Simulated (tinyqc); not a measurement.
Inside a calculation. Model: BCS gap equation with a constant attraction inside the Debye window. Computed by tinyqc, a small Python program that keeps every step. Command: `OMP_NUM_THREADS=1 python tinyqc.py 3010157 3010158 out.jsonl bcs walk`. One thread of a shared host (Intel(R) Xeon(R) Processor @ 2.30GHz), about 0.01 s of CPU time with the checks. Intermediate numbers are printed to about 5 digits and carried at full precision; extremes and crossings named in words are read from the listed rows.

Pairs attract with strength V for |xi| < k_B Theta; N(0) is the density of states for one spin. Energies are given as temperatures (E/k_B, in K) unless marked.

Inputs (values chosen for the exercise, modelled on indium):

| quantity | value | unit |
|---|---|---|
| coupling N(0)V | 0.277 | - |
| Debye temperature Theta | 109 | K |
| temperature T | 2.93 | K |
| Fermi velocity v_F | 1.6e+06 | m/s |
| electron density n | 11.8 | 1e28/m^3 |
| mean free path l | 70 | nm |
| junction resistance R_n | 0.56 | kilo-ohm |

Solver: bisection.

Constants: k_B = 8.617333262e-05 eV/K; hbar = 1.054571817e-34 J s; k_B = 1.380649e-23 J/K; m_0 = 9.1093837015e-31 kg; eps_0 = 8.8541878128e-12 F/m; c = 299792458 m/s; e = 1.602176634e-19 C; h = 6.62607015e-34 J s.

## Gap at zero temperature

At T = 0 the gap equation 1/(N(0)V) = int_0^Theta d xi/sqrt(xi^2 + Delta^2) has the integral arcsinh(Theta/Delta), so Delta_0 = Theta/sinh(1/(N(0)V)); weak coupling gives 2 Theta exp(-1/(N(0)V)).

Delta_0 = 5.9010 K

weak-coupling Delta_0 = 5.8967 K

Delta_0 in meV = 0.50851 meV

## Critical temperature

Gap equation: 1/(N(0)V) = I(Delta, T) = int_0^Theta tanh(E/2T)/E d xi, E = sqrt(xi^2 + Delta^2); 64 Gauss-Legendre points in y with xi = max(Delta, T) sinh(y). T_c solves I(0, T_c) = 1/(N(0)V); the weak-coupling form is T_c = (2 e^C/pi) Theta exp(-1/(N(0)V)) with Euler's C = 0.5772157, and 2 Delta_0/T_c then tends to 2 pi e^-C = 3.528.

T_c = 3.3430 K

weak-coupling T_c = 3.3430 K

2 Delta_0/T_c = 3.5303

T_c/Theta = 0.0307; the ratio lies +0.07 % from 3.528, so the universal weak-coupling laws hold.

## One evaluation of the gap equation

Take Delta = Delta_0 as the trial; the fixed-point update is Delta(new) = N(0)V Delta I(Delta, T).

I(Delta_0, T) = 3.4057

updated Delta = 5.5669 K

## Gap at temperature T

Residual r = N(0)V I - 1, with Delta_0 = Theta/sinh(1/(N(0)V)). Bisection between 0 and Delta_0. Stop when |r| < 1e-9 or after 40 steps.

Iterations:

| step | Delta (K) | residual r |
|---|---|---|
| 1 | 2.9505 | 8.6752e-03 |
| 2 | 4.4257 | -2.1339e-02 |
| 3 | 3.6881 | -5.4151e-03 |
| 4 | 3.3193 | 1.8935e-03 |
| 5 | 3.5037 | -1.6992e-03 |
| 6 | 3.4115 | 1.1307e-04 |
| 7 | 3.4576 | -7.8917e-04 |
| 8 | 3.4346 | -3.3706e-04 |
| 9 | 3.4230 | -1.1175e-04 |
| ... | ... | ... |
| 17 | 3.4173 | -1.5364e-07 |
| 18 | 3.4173 | 2.8547e-07 |
| 19 | 3.4173 | 6.5916e-08 |
| 20 | 3.4173 | -4.3860e-08 |
| 21 | 3.4173 | 1.1028e-08 |
| 22 | 3.4173 | -1.6416e-08 |
| 23 | 3.4173 | -2.6943e-09 |
| 24 | 3.4173 | 4.1667e-09 |
| 25 | 3.4173 | 7.3621e-10 |

converged (1 yes, 0 no) = 1

Delta(T) = 3.4173 K

Converged in 25 steps: Delta(T)/Delta_0 = 0.5791 at T/T_c = 0.876.

## Lengths and fields

xi_0 = hbar v_F/(pi Delta_0); lambda_L = sqrt(m_0 eps_0 c^2/(n e^2)); N(0) = 3 n/(2 m_0 v_F^2) for one spin; condensation energy N(0) Delta_0^2/2 = B_c^2/(2 mu_0), mu_0 = 1/(eps_0 c^2); with scattering lambda = lambda_L sqrt(1 + xi_0/l) in the local limit (where xi_0 and l both exceed lambda, nonlocal response makes the true depth larger); Ginzburg-Landau kappa = 0.96 lambda_L/xi_0 + 0.72 lambda_L/l. Free-electron mass throughout; heavier carriers, as in niobium or vanadium, give a larger lambda_L and kappa and can make the metal type II.

coherence length xi_0 = 659.23 nm

London depth lambda_L = 15.470 nm

critical field B_c(0) = 25.161 mT

depth with scattering = 49.931 nm

Ginzburg-Landau kappa = 0.18165

Kappa lies below 1/sqrt(2): type I, and the sample is dirty, l well below xi_0.

## A tunnel junction of this metal

Ambegaokar-Baratoff: I_c R_n = (pi Delta/(2e)) tanh(Delta/2T); Josephson energy E_J = hbar I_c/(2e), given as E_J/h; inductance hbar/(2 e I_c); thermal quasiparticle fraction x = n_qp/(2 N(0) Delta) = sqrt(2 pi T/Delta) exp(-Delta/T), valid for T well below Delta.

I_c R_n = 242.83 microvolt

critical current I_c = 433.62 nA

E_J/h = 215.37 GHz

Josephson inductance = 0.75897 nH

quasiparticle fraction x = 0.72303

Caution: T is not small against Delta, so the quasiparticle formula is only a rough guide.

## Gap and superfluid density against temperature

Interpolation tanh(1.74 sqrt(T_c/T - 1)); near T_c, 1.74 sqrt(1 - T/T_c). Clean-limit superfluid fraction 1 - (1/2T) int_0^(40 T) cosh^-2(E/2T) d xi (64 points); two-fluid rule 1 - (T/T_c)^4.

Reduced quantities:

| T/T_c | Delta/Delta_0 | tanh form | square-root form | superfluid fraction | two-fluid rule |
|---|---|---|---|---|---|
| 0.10 | 1.00000 | 0.99994 | 1.6507 | 1.00000 | 0.99990 |
| 0.20 | 0.99988 | 0.99810 | 1.5563 | 0.99886 | 0.99840 |
| 0.30 | 0.99713 | 0.99022 | 1.4558 | 0.98183 | 0.99190 |
| 0.40 | 0.98507 | 0.97221 | 1.3478 | 0.92813 | 0.97440 |
| 0.50 | 0.95695 | 0.94023 | 1.2304 | 0.83441 | 0.93750 |
| 0.60 | 0.90710 | 0.88975 | 1.1005 | 0.70718 | 0.87040 |
| 0.70 | 0.82892 | 0.81411 | 0.9530 | 0.55429 | 0.75990 |
| 0.80 | 0.71121 | 0.70137 | 0.7782 | 0.38231 | 0.59040 |
| 0.90 | 0.52650 | 0.52267 | 0.5502 | 0.19630 | 0.34390 |
| 0.95 | 0.38045 | 0.37925 | 0.3891 | 0.09924 | 0.18549 |
| 0.98 | 0.24367 | 0.24358 | 0.2461 | 0.03994 | 0.07763 |

The tanh form misses the gap by at most about 0.017 (at T/T_c = 0.6); the square-root form is within 3 % only from T/T_c = 0.95. The gap keeps 99 % of Delta_0 up to T/T_c = 0.3, since quasiparticles are exponentially few. The two-fluid rule exceeds the BCS superfluid fraction most, by 0.21, at T/T_c = 0.8.

Checks made by the program: weak-coupling T_c, allowing for terms of order exp(-Theta/T_c) (relative difference below 1e-10).
